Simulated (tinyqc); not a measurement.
# Density and mobility of a removed layer (differential Hall)

Problem. For layers in parallel the sheet conductance g = 1/Rs and the product g mu_H (mu_H signed, unit Hall factors) are additive. Find the sheet density and mobility of the layer that was removed, and its share of the conductance.

Constants: q = 1.602176634e-19 C. Results are converted to the units shown.

Rs before and after removing the top layer (ohm/square): 6696.8981  9178.6898
apparent mobility before and after, signed (cm^2/(V s)): 73.476395  34

Answer. The differences give g1 = q n mu and g1 mu = q n mu^2; their ratio is mu and g1^2/(q g1 mu) is n.

sheet density = 1.400e12 cm^-2
mobility = 180.0 cm^2/(V s)
share of the conductance = 27.04 %

Numbers from tinyqc (`OMP_NUM_THREADS=1 python tinyqc.py 2850138 2850139 out.jsonl`; about 0.01 s on one thread of a shared Intel Xeon 2.30GHz).
